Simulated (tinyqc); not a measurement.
Raising U: Hubbard ring of 5 sites, mean field against exact. Computed by the program tinyqc. Collinear unrestricted mean field (the lowest of 40 random starts) against exact diagonalisation.

one-body matrix (hopping and site energies) (eV):
```
         1        2        3        4        5
1   0.0000  -1.4800   0.0000   0.0000  -1.4800
2  -1.4800   0.0000  -1.4800   0.0000   0.0000
3   0.0000  -1.4800   0.0000  -1.4800   0.0000
4   0.0000   0.0000  -1.4800   0.0000  -1.4800
5  -1.4800   0.0000   0.0000  -1.4800   0.0000
```

electrons, up and down: 3  2

Exact and mean-field results (eV):
```
U          U/t   E exact  E mean field  mean |n_up - n_down|  double occupancy, exact  first gap in the sector
0.740    0.500  -7.80993      -7.78150                 0.200                    0.221                    0.000
2.960    2.000  -5.68323      -5.22762                 0.335                    0.161                    0.000
4.440    3.000  -4.63673      -3.81028                 0.611                    0.123                    0.000
5.920    4.000  -3.84812      -2.90878                 0.787                    0.092                    0.000
8.880    6.000  -2.80886      -1.95898                 0.909                    0.053                    0.000
11.840   8.000  -2.18639      -1.47406                 0.949                    0.033                    0.000
17.760  12.000  -1.50037      -0.98493                 0.978                    0.016                    0.000
29.600  20.000  -0.91451      -0.59163                 0.992                    0.006                    0.000
```

Estimate the missing row, U = 1.48.

Computed row:
```
U        U/t   E exact  E mean field  mean |n_up - n_down|  double occupancy, exact  first gap in the sector
1.480  1.000  -7.02637      -6.91083                 0.220                    0.202                    0.000
```

In absolute terms mean field is worst at U/t = 4.0, 0.939 eV too high: at small U it is nearly exact, and at large U it misses only exchange-scale energies. Relative to the exact energy its error is 0.4 % at the smallest U, 35 % at most and 35 % at the largest. The double occupancy falls from 0.221 to 0.006; the lowest level is degenerate at every U, so the first gap stays zero.
